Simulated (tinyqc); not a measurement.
Sharpness of the interface: valley splitting of a silicon quantum well in envelope theory.

The well lies at 0 < z < L; U(z) = V0 [1/(1 + exp(z/w)) + 1/(1 + exp((L - z)/w))] - e F z, 1 mV/nm = 1e-4 eV/angstrom. The envelope psi solves -(c/ml) psi'' + U psi = E psi, c = hbar^2/2m0, by three-point differences on a grid of 0.1 angstrom from -40 to L + 40 angstrom. The two valleys at +/- k0 couple through D = C0 times the integral of exp(-i q z) U(z) psi^2, q = 2 k0 (2 pi/a), and split by Ev = 2|D|.

Random alloy: with Y(z) = Yw + (Yb - Yw) B(z), B the bracket in U, and in-plane density exp(-r^2/ad^2)/(pi ad^2), D gains a random complex part of variance sigma^2 = (C0^2/pi)(a^2 V0/(8 ad (Yb - Yw)))^2 (4/a) times the integral of psi^4 Y (1 - Y). Alone it gives a mean splitting sqrt(pi) sigma; together with the smooth part the rms splitting is 2 sqrt(|D|^2 + sigma^2).

Constants: hbar^2/2m0 = 3.80998211 eV angstrom^2.

Values chosen for the exercise (near those of a strained Si well in SiGe; not measured data):
- L = 56 angstrom (well width)
- V0 = 0.16 eV (conduction offset)
- ml = 0.934 m0 (mass along z)
- F = 4.6 mV/nm (field pressing towards the upper interface)
- k0 = 0.838 2 pi/a (valley position)
- a = 5.431 angstrom (lattice constant)
- C0 = 0.268 (Bloch overlap factor)
- Yb = 0.25 (Ge share of the barrier)
- Yw = 0.05 (Ge share of the well)
- ad = 160 angstrom (dot radius)
- ws = (0.3, 0.6, 1.1, 1.3, 2, 2.9, 4.2) angstrom (interface widths)

The smooth part 2|D| and the disorder part against w, beside y/sinh(y) with y = pi q w. The 12 to 88 % width of the step is 4w.

Results:

| w (angstrom) | 4w (angstrom) | 2\|D\| (micro-eV) | y/sinh(y) | sqrt(pi) sigma (micro-eV) |
|---|---|---|---|---|
| 0.3 | 1.2 | 86.43 | 0.60 | 142.3 |
| 0.6 | 2.4 | 24.76 | 0.19 | 142.5 |
| 1.1 | 4.4 | 2.40 | 0.016 | 143.2 |
| 2.0 | 8.0 | 0.03 | 0.00012 | 145.1 |
| 2.9 | 11.6 | 0.00 | 7.5e-07 | 147.8 |
| 4.2 | 16.8 | 0.00 | 4.0e-10 | 153.2 |

Give the missing row, w (angstrom) = 1.3.

Computed row:
```
w (angstrom)  4w (angstrom)  2|D| (micro-eV)  y/sinh(y)  sqrt(pi) sigma (micro-eV)
1.3                     5.2             0.95     0.0058                      143.5
```

The smooth part needs a Fourier component of U psi^2 at a wavelength of 3.24 angstrom; from the first row to the third it falls by a factor 36, while y/sinh(y) falls by 36.6 (the envelope near the step and the phase between the two interfaces change too). The disorder part goes from 142.3 to 153.2 micro-eV. It exceeds the smooth part in every row.

Program tinyqc; command `OMP_NUM_THREADS=1 python tinyqc.py 1252353 1252354 out.jsonl`; about 0.07 s on one thread of a shared Intel(R) Xeon(R) Processor @ 2.30GHz.
